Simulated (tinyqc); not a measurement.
# Which input was changed?

Model: equilibrium and kinetic segregation of a solute to boundaries and growing surfaces. Computed by tinyqc, a small Python program. Command: `OMP_NUM_THREADS=1 python tinyqc.py 3001718 3001719 out.jsonl segreg which`. One thread of a shared host (Intel(R) Xeon(R) Processor @ 2.30GHz), about 0.06 s of CPU time with the checks.

Inputs (values chosen for the exercise, modelled on phosphorus in polycrystalline silicon):

| quantity | value | unit |
|---|---|---|
| segregation energy Q | 0.471 | eV |
| interaction z w (positive attracts) | -0.058 | eV |
| total solute fraction x0 | 0.014 | - |
| temperature T | 875 | K |
| grain size d | 1800 | nm |
| boundary thickness delta | 0.79 | nm |
| atomic volume Omega | 20.02 | angstrom^3 |
| clean boundary energy gamma_0 | 0.87 | J/m^2 |
| bulk diffusivity D | 2.1e-17 | m^2/s |
| anneal time t | 2.3 | s |
| mixing | 0.3 | - |

Isotherm: Fowler-Guggenheim.

Constants: k_B = 8.617333262e-05 eV/K; 1 eV/angstrom^2 = 16.02176634 J/m^2.

Method:
- With theta the solute fraction on boundary sites and x that in the grains, theta/(1 - theta) = [x/(1 - x)] exp[(Q + z w theta)/(k_B T)].
- The coverage theta_inf is that for x = x0. Start at theta = 0; theta(new) = theta + mixing (theta(out) - theta); stop below 1e-10, 80 steps at most.
- Finite grains: boundary sites are the fraction f = 3 delta/d, and x0 = (1 - f) x + f theta; solve both equations for theta; share at boundaries = f theta/x0.
- Gibbs adsorption for this isotherm in a dilute matrix: gamma = gamma_0 + Gam_0 [k_B T ln(1 - theta) + z w theta^2/2], Gam_0 = delta/Omega sites per area.
- McLean kinetics from a uniform start, fed from both sides, with a constant enrichment beta = theta_inf/x0: (theta - x0)/(theta_inf - x0) = 1 - exp(s^2) erfc(s), s = 2 sqrt(D t)/(beta delta); half filling at s = 0.7691, t = (0.7691 beta delta/2)^2/D. D is an input and does not follow T.

Problem. One of these inputs alone was changed, within the range given: total solute fraction x0 (0.007 to 0.028); temperature T (500 to 1700); grain size d (900 to 3600); boundary thickness delta (0.395 to 1.58). Which one, and to what value?

Results:

| run | boundary energy gamma (J/m^2) | time to half filling (s) | fraction x left in the grains |
|---|---|---|---|
| before | 0.01810783 | 14.30067 | 0.01298029 |
| after | -0.09479472 | 18.51918 | 0.01284181 |

Solution.

Each candidate set to reproduce boundary energy gamma, and what it then gives:

| candidate | range searched | value needed | time to half filling (s) | fraction x left in the grains |
|---|---|---|---|---|
| total solute fraction x0 | 0.007 to 0.028 | 0.01839 | 9.074 | 0.017323 |
| temperature T (K) | 500 to 1700 | 806.2 | 16.547 | 0.012898 |
| grain size d (nm) | 900 to 3600 | out of reach | - | - |
| boundary thickness delta (nm) | 0.395 to 1.58 | 0.8990 | 18.519 | 0.012842 |

Only boundary thickness delta fits every result: it went from 0.79 to 0.899 nm. The next best candidate, temperature T, misses one result by 11 %.

Caution: gamma nears or passes zero; a compound usually precipitates before that. Caution: so much solute in the grains may exceed the solubility and is no longer dilute. Caution: near saturation a single segregation energy is a poor picture.
